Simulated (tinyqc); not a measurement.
Crossing the lens: binary melting diagram from solution models of liquid and solid. Computed by tinyqc, a small Python program. Command: `OMP_NUM_THREADS=1 python tinyqc.py 3001533 3001534 out.jsonl melt sweep`. One thread of a shared host (Intel(R) Xeon(R) Processor @ 2.30GHz), about 0.01 s of CPU time with the checks.

x is the fraction of B. In a phase with interaction L: mu_A = G_A + R T ln(1 - x) + L x^2, mu_B = G_B + R T ln x + L (1 - x)^2. Melting: G(liquid) - G(solid) = H (1 - T/T_m) for each pure component.

Inputs (values chosen for the exercise, for a model alloy):
```
quantity,value,unit
melting point T_A,1845,K
melting point T_B,1040,K
heat of melting H_A,21.8,kJ/mol
heat of melting H_B,11.3,kJ/mol
liquid interaction L_L,0.6,kJ/mol
solid interaction L_S,-0.27,kJ/mol
```

Diagram: complete solid solution (lens).

Constants: R = 8.314462618 J/(mol K).

Method. T = T_A + u (T_B - T_A). The ideal solution has k_A = exp(dG_A/(R T)) = (1 - xs)/(1 - xl) and k_B = exp(dG_B/(R T)) = xs/xl, so xl = (1 - k_A)/(k_B - k_A). Equal potentials: F_A = dG_A + R T ln[(1 - xl)/(1 - xs)] + L_L xl^2 - L_S xs^2 = 0, F_B = dG_B + R T ln(xl/xs) + L_L (1 - xl)^2 - L_S (1 - xs)^2 = 0. Newton steps from the ideal values with the exact Jacobian, halved if x would leave (0, 1); stop below 1e-12, residuals under 1e-7 shown as 0.

One run for each value:
```
"position of T, (T - T_A)/(T_B - T_A)",T (K),liquidus xl,solidus xs,ideal liquidus xl
0.06,1796.70,0.09077,0.05500,0.08425
0.17,1708.15,0.24737,0.15405,0.23155
0.28,1619.60,0.39108,0.25189,0.36927
0.39,1531.05,0.52168,0.34991,0.49701
0.50,1442.50,0.63896,0.44968,0.61430
0.61,1353.95,0.74275,0.55317,0.72063
0.72,1265.40,0.83290,0.66292,0.81540
0.83,1176.85,0.90928,0.78251,0.89797
0.94,1088.30,0.97179,0.91726,0.96766
```

Describe the trends.

Over the rows, T (K) falls from 1800 to 1090 (exponent d ln y / d ln x -0.049 between the first rows and -0.63 between the last); liquidus xl rises from 0.0908 to 0.972 (exponent d ln y / d ln x 0.96 between the first rows and 0.53 between the last); solidus xs rises from 0.0550 to 0.917 (exponent d ln y / d ln x 0.99 between the first rows and 1.3 between the last).
